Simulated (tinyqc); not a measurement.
# Worked calculation: on-chip power grid, static voltage drop by conjugate gradients

Numbers from tinyqc (`OMP_NUM_THREADS=1 python tinyqc.py 2770225 2770226 out.jsonl`; about 0.2 s on one thread of a shared Intel Xeon 2.30GHz). Printed values are rounded.

A grid of 4 rows and 4 columns, node k = 4 row + column. Neighbours in a row are joined by Rx, in a column by Ry; pad nodes, which reach the supply through Rp: 0, 12. Each node draws I0, node 2 draws kh I0. The drops u = Vdd - V solve G u = i, with G the conductance matrix (1/Rp added on the diagonal at pad nodes).

Inputs (values chosen for the exercise): supply voltage Vdd = 0.65 V; resistance of a horizontal segment Rx = 1.4 ohm; resistance of a vertical segment Ry = 0.7 ohm; resistance from a pad node to the supply Rp = 0.13 ohm; load current of an ordinary node I0 = 4.8 mA; factor on the load at the hot node kh = 3.

## Diagonal of G, loads and first direction

G_kk = sum of the conductances at node k. Start u = 0, so the residual is r = i; z = r/G_kk (Jacobi preconditioner), p = z.

G_kk (S):
```
          col 0     col 1     col 2     col 3
row 0  9.835165  2.857143  2.857143  2.142857
row 1  3.571429  4.285714  4.285714  3.571429
row 2  3.571429  4.285714  4.285714  3.571429
row 3  9.835165  2.857143  2.857143  2.142857
```

r at the start (mA):
```
       col 0  col 1  col 2  col 3
row 0    4.8    4.8   14.4    4.8
row 1    4.8    4.8    4.8    4.8
row 2    4.8    4.8    4.8    4.8
row 3    4.8    4.8    4.8    4.8
```

p at the start (mV):
```
           col 0  col 1  col 2  col 3
row 0  0.4880447   1.68   5.04   2.24
row 1      1.344   1.12   1.12  1.344
row 2      1.344   1.12   1.12  1.344
row 3  0.4880447   1.68   1.68   2.24
```

## Iteration 1: conjugate-gradient step

u at the start (mV):
```
       col 0  col 1  col 2  col 3
row 0      0      0      0      0
row 1      0      0      0      0
row 2      0      0      0      0
row 3      0      0      0      0
```

q = G p; with z = r/G_kk: a = (r.z)/(p.q); u(new) = u + a p; r(new) = r - a q; b = (r.z)(new)/(r.z); p(new) = z(new) + b p.

q (mA):
```
         col 0     col 1     col 2     col 3
row 0  1.68000  -0.74860  10.00000  -0.72000
row 1  1.38279  -0.96000  -5.76000  -1.12000
row 2  1.38279  -0.96000  -0.96000  -1.12000
row 3  1.68000   1.65140   0.40000   1.68000
```

a = 3.591465

u after iteration 1 (mV):
```
         col 0    col 1     col 2    col 3
row 0  1.75280  6.03366  18.10099  8.04488
row 1  4.82693  4.02244   4.02244  4.82693
row 2  4.82693  4.02244   4.02244  4.82693
row 3  1.75280  6.03366   6.03366  8.04488
```

r after iteration 1 (mA):
```
          col 0     col 1      col 2     col 3
row 0  -1.23366   7.48858  -21.51465   7.38586
row 1  -0.16625   8.24781   25.48684   8.82244
row 2  -0.16625   8.24781    8.24781   8.82244
row 3  -1.23366  -1.13093    3.36341  -1.23366
```

b = 2.674108

p after iteration 1 (mV):
```
          col 0     col 1     col 2     col 3
row 0  1.179650  7.113506  5.947376  9.436735
row 1  3.547450  4.919489  8.941931  6.064285
row 2  3.547450  4.919489  4.919489  6.064285
row 3  1.179650  4.096675  5.669696  5.414293
```

## Iteration 2: conjugate-gradient step

As before.

q (mA):
```
         col 0     col 1     col 2     col 3
row 0  1.45320   8.20573  -7.60328   7.31018
row 1  2.40254  -5.02745  14.95291  -6.87325
row 2  2.40254   2.15548  -7.63578   1.74627
row 3  3.60807  -0.21545   2.37774  -1.11099
```

a = 2.799160

u after iteration 2 (mV):
```
          col 0     col 1     col 2     col 3
row 0   5.05483  25.94551  34.74864  34.45982
row 1  14.75681  17.79288  29.05234  21.80184
row 2  14.75681  17.79288  17.79288  21.80184
row 3   5.05483  17.50091  21.90405  23.20036
```

r after iteration 2 (mA):
```
           col 0      col 1      col 2      col 3
row 0   -5.30139  -15.48056   -0.23184  -13.07652
row 1   -6.89136   22.32046  -16.36876   28.06176
row 2   -6.89136    2.21428   29.62158    3.93435
row 3  -11.33324   -0.52786   -3.29227    1.87618
```

b = 1.803625

p after iteration 2 (mV):
```
         col 0     col 1     col 2     col 3
row 0  1.58862   7.41190  10.64569  10.91796
row 1  4.46869  14.08102  12.30851  18.79499
row 2  4.46869   9.38958  15.78462  12.03932
row 3  0.97533   7.20411   9.07371  10.64091
```

## Iteration 3: conjugate-gradient step

As before.

q (mA):
```
          col 0     col 1     col 2      col 3
row 0   3.94631  -7.67768  -0.26008  -11.05843
row 1  -2.75157  24.36140  -8.48968   25.53707
row 2   1.47560  -4.63293  21.79597  -10.32845
row 3  -1.93712  -0.00839  -9.37100   -0.87831
```

a = 1.327676

u after iteration 3 (mV):
```
          col 0     col 1     col 2     col 3
row 0   7.16400  35.78611  48.88268  48.95532
row 1  20.68978  36.48791  45.39406  46.75549
row 2  20.68978  30.25920  38.74974  37.78615
row 3   6.34975  27.06564  33.95100  37.32803
```

r after iteration 3 (mA):
```
           col 0      col 1     col 2     col 3
row 0  -10.54082   -5.28709   0.11346   1.60549
row 1   -3.23817  -10.02359  -5.09722  -5.84319
row 2   -8.85047    8.36530   0.68360  17.64719
row 3   -8.76138   -0.51672   9.14938   3.04228
```

b = 0.2817494

p after iteration 3 (mV):
```
           col 0     col 1     col 2     col 3
row 0  -0.624154  0.237817  3.039130  3.825358
row 1   0.352365  1.628483  2.278565  3.659385
row 2  -1.219080  4.597413  4.606814  8.333283
row 3  -0.616023  1.848902  5.758798  4.417801
```

## Course of the conjugate-gradient iteration

Stop when |r| is below 1e-9 mA.

Course of the iteration:
```
iteration  largest u (mV)  |r| (mA)
1                18.10099      40.0
2                34.74864      55.9
3                48.95532      30.7
4                54.44871      21.0
5                58.40475      12.6
6                58.62487      3.79
7                59.48026      2.65
8                59.86522     0.973
9                60.07533     0.353
10               60.10808     0.103
11               60.10124    0.0486
12               60.10251   5.03e-3
13               60.10253   3.48e-4
14               60.10258   5.75e-5
15               60.10259   1.86e-5
16               60.10259   < 1e-11
```

Converged in 16 iterations for 16 unknowns; in exact arithmetic the method needs at most 16. The condition number of the scaled matrix is 55.8. Gauss-Seidel sweeps in node order need 333 to reach the same residual.

## Worst drop, pad currents and power lost

converged u (mV):
```
          col 0     col 1     col 2     col 3
row 0   5.68261  35.20111  55.10906  60.10259
row 1  18.16206  36.64638  52.48628  59.23935
row 2  18.03935  36.05386  51.04690  58.39265
row 3   5.54939  33.61207  50.07117  57.85882
```

Pad current u/Rp; worst drop as a share of Vdd; power lost in the grid and pads sum_k i_k u_k; power delivered sum_k i_k (Vdd - u_k).

worst drop = 60.10259 mV
share of Vdd = 9.246552 %
pad currents (mA): node 0 43.71242, node 12 42.68758
power lost = 3.568664 mW
power delivered = 52.59134 mW

The pad currents add up to the total load, 86.40 mA. The worst drop is at node 3, not at the hot node.
